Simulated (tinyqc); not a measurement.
Short-channel transistor, virtual-source model with series resistance: supply voltage at a fixed off current.

The current per gate width is the charge at the top of the source barrier (the virtual source) times its velocity times a saturation function; al and be are fitting constants of the model. Units: I in uA/um, Rs in ohm um, so I Rs = 1e-6 I Rs in volts; Q in uC/cm^2, so I = 1e-4 Q vx0 Fsat with vx0 in cm/s.

Intrinsic voltages Vg' = Vgs - I Rs, Vd' = Vds - 2 I Rs. n = n0 + nd Vd', VT = VT0 - dl Vd', Ff = 1/(1 + exp((Vg' - VT + al Vt/2)/(al Vt))), Q = Cinv n Vt ln(1 + exp((Vg' - VT + al Vt Ff)/(n Vt))), Vdsat = (vx0 L/mu)(1 - Ff) + Vt Ff, Fsat = u/(1 + u^be)^(1/be) with u = Vd'/Vdsat, and I = Q vx0 Fsat per width. I is solved self-consistently. For each supply Vdd, VT0 is set so that I(Vgs = 0, Vds = Vdd) = 1 nA/um; Ion = I(Vdd, Vdd); C = Cinv L + 0.49 fF/um of parasitic capacitance; delay C Vdd/Ion, energy C Vdd^2.

Values chosen for this exercise: temperature T = 300 K; inversion capacitance Cinv = 1.65 uF/cm^2; velocity at the virtual source vx0 = 2.02e7 cm/s; apparent mobility mu = 590 cm^2/(V s); channel length L = 32 nm; drain-induced barrier lowering dl = 0.036 V/V; subthreshold factor n0 = 1.08; growth of n with drain voltage nd = 0.2 1/V; threshold shift (in units of Vt) from weak to strong inversion al = 3.5; sharpness of saturation be = 2; series resistance of each contact Rs = 70 ohm um.

Constants: q = 1.602176634e-19 C, kB = 1.380649e-23 J/K, Vt = kB T/q. Results are converted to the units shown.

Supply voltage at a fixed off current:

| Vdd (V) | VT0 (V) | Ion (uA/um) | delay (ps) | energy (fJ/um) |
|---|---|---|---|---|
| 0.4 | 0.4488 | 74.70 | 5.451 | 0.1629 |
| 0.5 | 0.4590 | 229.3 | 2.219 | 0.2545 |
| 0.6 | 0.4692 | 435.3 | 1.403 | 0.3665 |
| 0.7 | 0.4794 | 663.5 | 1.074 | 0.4988 |
| 0.8 | 0.4895 | 902.5 | 0.9024 | 0.6515 |
| 0.9 | 0.4997 | 1147 | 0.7988 | 0.8246 |
| 1 | 0.5099 | 1394 | 0.7303 | 1.018 |
| 1.1 | 0.5201 | 1642 | 0.6820 | 1.232 |

Read the table: what changes, and by how much?

The VT0 needed rises from 0.449 to 0.520 V and Ion rises from 74.7 to 1640 uA/um. The delay falls from 5.45 to 0.682 ps, while the energy grows as Vdd^2. Going from 0.4 to 0.5 V changes the delay by -59 %, going from 1 to 1.1 V by -6.6 %.

Computed by the program tinyqc: `OMP_NUM_THREADS=1 python tinyqc.py 2380068 2380069 out.jsonl`, one thread of a shared Intel Xeon 2.30GHz, about 0.01 s for the whole run.
